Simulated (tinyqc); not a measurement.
# Bias-temperature instability, empirical power law with universal recovery: effect of the measurement delay

Threshold-voltage shift at the end of a stress: dV = A (V/V0)^g exp[-(Ea q/kB)(1/T - 1/T0)] (t/1 s)^n. After a delay tr the permanent share pp stays and the rest falls by r = 1/(1 + B (tr/t)^be). An empirical model: its parameters are fits, not properties.

At V0 and T0. The apparent n comes from the measured shifts at ts/100 and ts, and the projection extends that line from ts to ten years (3.15576e8 s).

Values chosen for this exercise:
```
symbol,value,unit,meaning
V0,1.7,V,reference stress voltage
T0,398,K,reference temperature
A,4.1,mV,shift after 1 s at V0 and T0
n,0.23,,time exponent
g,3.1,,voltage exponent
Ea,0.14,eV,apparent activation energy of the shift
pp,0.2,,permanent share
B,1.8,,recovery scale
be,0.15,,recovery dispersion
ts,10000,s,stress time
```

Constants: q = 1.602176634e-19 C, kB = 1.380649e-23 J/K. Results are converted to the units shown.

The same in every row: true shift (mV) = 369.5.

Result of one run:
```
tr (s),share left at ts,apparent n,projected shift (mV)
1,0.7509,0.2714,426.0
```

What becomes of these results when the delay before the measurement tr is changed from 1 to 1e-6 s, all else the same?

Result of the changed run:
```
tr (s),share left at ts,apparent n,projected shift (mV)
1e-6,0.9569,0.2389,387.8
```

The whole series:
```
tr (s),share left at ts,apparent n,projected shift (mV)
1e-6,0.9569,0.2389,387.8
1e-5,0.9405,0.2421,394.0
0.0001,0.9184,0.2462,401.5
0.001,0.8894,0.2514,410.1
0.01,0.8522,0.2575,418.6
0.1,0.8060,0.2643,424.9
1,0.7509,0.2714,426.0
10,0.6882,0.2780,418.0
```

The share left falls from 0.957 to 0.688 and the apparent n rises from 0.239 to 0.278. The projection is 5.0 % above the true ten-year shift in the first row and 13 % above it in the last: a lower start and a steeper slope work against each other.

Numbers from tinyqc (`OMP_NUM_THREADS=1 python tinyqc.py 2070044 2070045 out.jsonl`; about 0.01 s on one thread of a shared Intel Xeon 2.30GHz).
